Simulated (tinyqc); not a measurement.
# Diffused layer (Gaussian), carriers, mobility and sheet resistance, step by step

tinyqc, about 0.01 s, one thread, Intel Xeon 2.30GHz (shared host): `OMP_NUM_THREADS=1 python tinyqc.py 2110146 2110147 out.jsonl` Printed values are rounded.

An n-type layer from the surface x = 0 to the junction xj, N(x) = N0 exp(-(x/Ld)^2). Local neutrality (no depletion at surface or junction, no spilling of carriers), intrinsic carriers neglected, full ionisation of active dopants.

Inputs (values chosen for the exercise); values close to those of arsenic in silicon over a p-type background: temperature T = 350 K; background doping of the opposite type Nb = 2e16 cm^-3; peak chemical concentration N0 = 6.9e19 cm^-3; mobility limit at high doping m1 = 51.3 cm^2/(V s); mobility limit at low doping, at 300 K m2 = 1440 cm^2/(V s); reference doping of the mobility law Nr = 9.56e16 cm^-3; exponent of the mobility law am = 0.677; temperature exponent of m2 bt = 2.2; solubility limit of active dopant Ns = 1.98e20 cm^-3; diffusion length 2 sqrt(D t) Ld = 5.4 nm.

Constants: q = 1.602176634e-19 C. Results are converted to the units shown.

## Junction depth and local values

xj = Ld sqrt(ln(N0/Nb)); 13 equal steps from 0 to xj. Active dopant A = min(N, Ns); n = A - Nb; mobility mu = m1 + (m2 (T/300 K)^(-bt) - m1)/(1 + ((A + Nb)/Nr)^am).

xj = 15.4124 nm

```
point   x (nm)   N (cm^-3)   A (cm^-3)  n (1e19 cm^-3)  mu (cm^2/(V s))
0       0.0000      6.9e19      6.9e19         6.89800          62.4833
1       1.1856  6.57530e19  6.57530e19         6.57330          62.8498
2       2.3711  5.69002e19  5.69002e19         5.68802          64.0218
3       3.5567  4.47141e19  4.47141e19         4.46941          66.2409
4       4.7423  3.19086e19  3.19086e19         3.18886          69.9993
5       5.9278  2.06777e19  2.06777e19         2.06577          76.2140
6       7.1134  1.21683e19  1.21683e19         1.21483          86.5677
7       8.2990  6.50266e18  6.50266e18         0.64827          104.144
8       9.4845  3.15561e18  3.15561e18         0.31356          134.492
9      10.6701  1.39062e18  1.39062e18         0.13706          186.924
10     11.8557  5.56500e17  5.56500e17         0.05365          274.045
11     13.0412  2.02234e17  2.02234e17         0.01822          403.095
12     14.2268  6.67384e16  6.67384e16         0.00467          554.609
13     15.4124        2e16        2e16         0.00000          678.255
```

The mobility runs from 62.5 to 678 cm^2/(V s).

## Sheet quantities by the trapezoid rule

Dose = integral of N, carrier sheet density = integral of n, 1/Rs = q integral of n mu, mean mobility 1/(q Rs sheet density), Hall mobility (unit Hall factor) = integral of n mu^2 over integral of n mu, Hall sheet density = (integral of n mu)^2/integral of n mu^2; all from 0 to xj.

dose = 3.3019e13 cm^-2
carrier sheet density = 3.2988e13 cm^-2
Rs = 2721.2 ohm/square
mean mobility = 69.529 cm^2/(V s)
Hall mobility = 74.952 cm^2/(V s)
Hall sheet density = 3.0601e13 cm^-2

Carriers make up 99.9 % of the dose. A Hall measurement weights the mobile tail, so its sheet density is 7.2 % below the true one. With 4000 steps Rs = 2721 ohm/square; the coarse value is within 0.01 % of it.
